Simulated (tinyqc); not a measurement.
What moves the results: six-band hole subbands of a thin body in a field. A value that a table varies takes the place of the one given here.

Basis X, Y, Z times spin, hole energies counted downwards from the unstrained edge (the hydrostatic shift is left out), c = hbar^2/2m0. For a symmetric tensor T let C(T) have C_XX = L Txx + M (Tyy + Tzz), C_XY = N Txy (cyclic), L = c (g1 + 4 g2), M = c (g1 - 2 g2), N = 6 c g3. k = q + kz n, n the unit normal, q = k1 u + k2 v with u along the channel [1-10] and v = n x u. H = C(k k^T) + (Dso/3)(1 - L.sigma) - B + e F z with (L_k)_ij = -i epsilon_kij; B is the block C built from the traceless strain with 2b, -b and sqrt(3) d in place of L, M, N. Strain: exx = eyy = (s11 + s12) sx/2, ezz = s12 sx, exy = -s44 sx/4. Hard walls at z = 0 and t; basis sin(j pi z/t), j = 1 to Nz: kz^2 = (j pi/t)^2, kz = -i D with D_jl = 4 j l/(t (j^2 - l^2)), z_jj = t/2 and z_jl = -8 t j l/(pi (j^2 - l^2))^2 for j + l odd; 1 MV/cm = 0.01 eV/angstrom.

Nz = 14. E1 is the top subband at q = 0, gap the distance to the next pair, and the masses are c q^2/(E(q) - E1) at |q| = 0.02 1/angstrom (mean of the spin pair) along the channel [1-10] and across it in the plane; a dash marks a band that does not rise.

Constants: hbar^2/2m0 = 3.80998211 eV angstrom^2.

Inputs chosen for the exercise (near those of a p-type Si channel; shifted at random, so the results belong to these values and not to a real crystal):
```
symbol  value                unit      meaning
g1      4.28                           Luttinger gamma1
g2      0.34                           gamma2
g3      1.45                           gamma3
Dso     0.044                eV        spin-orbit splitting
b       -2.13                eV        tetragonal potential
d       -4.88                eV        trigonal potential
S       (7.7, -2.14, 12.69)  1/TPa     compliances s11, s12, s44
face    110                            surface
t       70                   angstrom  body thickness
F       0.5                  MV/cm     field across the body
sx      -2                   GPa       stress along the channel [1-10], negative in compression
```

## Stress along the channel

Each row has its own sx.

Results:
```
sx (GPa)  E1 (meV)  gap (meV)  m channel  m across
-3.0         -29.1       51.7      0.114     0.278
-2.0           8.0       51.7      0.114     0.278
-1.0          45.1       51.6      0.115     0.278
-0.5          63.5       51.5      0.115     0.278
0.0           81.9       51.1      0.116     0.279
0.5          100.1       49.5      0.117     0.279
1.0          117.8       35.5      0.121     0.281
```

What does this show, and why?

Under 2 GPa of compression the channel mass goes from 0.116 to 0.114 m0, the mass across from 0.279 to 0.278; the gap to the next subband is 52, 51 and 35 meV at -2, 0 and +1 GPa. The lightest channel mass of the table, 0.114 m0, is at -3.0 and -2.0 GPa. Compression changes the channel mass little here, since confinement on this face has already singled out the orbital that the stress favours.

## Surface orientation and number of bands

Three faces, six bands; and four bands, with Dso set to 1000 eV.

Results:
```
case           E1 (meV)  gap (meV)  m channel  m across
(001) 6 bands     100.7      105.9      0.151     2.789
(001) 4 bands     129.8       86.2      0.189     0.574
(110) 6 bands       8.0       51.7      0.114     0.278
(110) 4 bands      96.7       95.7      0.148     0.305
(111) 6 bands      56.5       89.0      0.133     1.184
(111) 4 bands      94.3       87.7      0.168     0.225
```

How do the results move?

With six bands the top subband is shallowest on (110) (8.0 meV) and deepest on (001). Without the stress E1 would be 163.7, 81.9 and 118.9 meV, so the stress moves it by -63.0, -73.9 and -62.3 meV. The lightest channel mass is on (110) (0.114 m0). Dropping the split-off band moves E1 by 29.1, 88.6 and 37.7 meV and the gap by -19.8, 44.0 and -1.3 meV on the three faces, with Dso = 44 meV.

## What each parameter does

Six bands. Each row changes one parameter from the base and keeps the others.

Results:
```
case             E1 (meV)  gap (meV)  m channel (m0)  m across (m0)
base                  8.0       51.7           0.114          0.278
t = 60 angstrom       8.0       51.7           0.114          0.278
F = 0.8 MV/cm        33.6       70.7           0.114          0.278
sx = -2.5 GPa       -10.5       51.7           0.114          0.278
g3 = 1.35            27.2       66.3           0.118          0.278
g2 = 0.39            12.0       54.7           0.114          0.286
Dso = 0.066 eV       14.1       51.7           0.114          0.278
d = -3.9 eV          18.8       51.7           0.114          0.278
```

What can be read from the table?

The largest shifts from the base row, up to three for each result and ties (the steps differ in size, so this ranks the rows, not the parameters). E1 (meV): F +25.6, g3 +19.2, sx -18.6; unchanged at the printed digits by t. gap (meV): F +19.0, g3 +14.7, g2 +3.0; unchanged at the printed digits by t, sx, Dso and d. m channel (m0): g3 +0.004; unchanged at the printed digits by t, F, sx, g2, Dso and d. m across (m0): g2 +0.008; unchanged at the printed digits by t, F, sx, g3, Dso and d.

tinyqc: `OMP_NUM_THREADS=1 python tinyqc.py 1280488 1280489 out.jsonl`; about 0.4 s, one thread, shared Intel(R) Xeon(R) Processor @ 2.30GHz.
